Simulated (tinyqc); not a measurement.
From results to parameters: minimal-basis H2. Computed by the program tinyqc with PySCF.

Problem. For two electrons in the two orbitals of minimal-basis H2, the CIS energies are e2 - e1 - J12 + 2 K12 and e2 - e1 - J12, and E_corr = D - sqrt(D^2 + K12^2) with 2D the energy of the double excitation. Find J12, K12, D, the MP2 energy and the weight of the double excitation.

orbital gap e2 - e1 = 0.53512335 hartree
CIS singlet and triplet energies (hartree): 0.454453  -0.015966
FCI correlation energy = -0.10009995 hartree

Solution. Half the singlet-triplet splitting is K12, the gap less the triplet energy is J12, D = (E_corr^2 - K12^2)/(2 E_corr), MP2 is -K12^2/(2 gap), and the weight is c^2/(1 + c^2) with c = E_corr/K12.

J12, K12, D (hartree): 0.5511  0.2352  0.2263
MP2 correlation energy = -0.05169 hartree
weight of the double excitation = 0.153
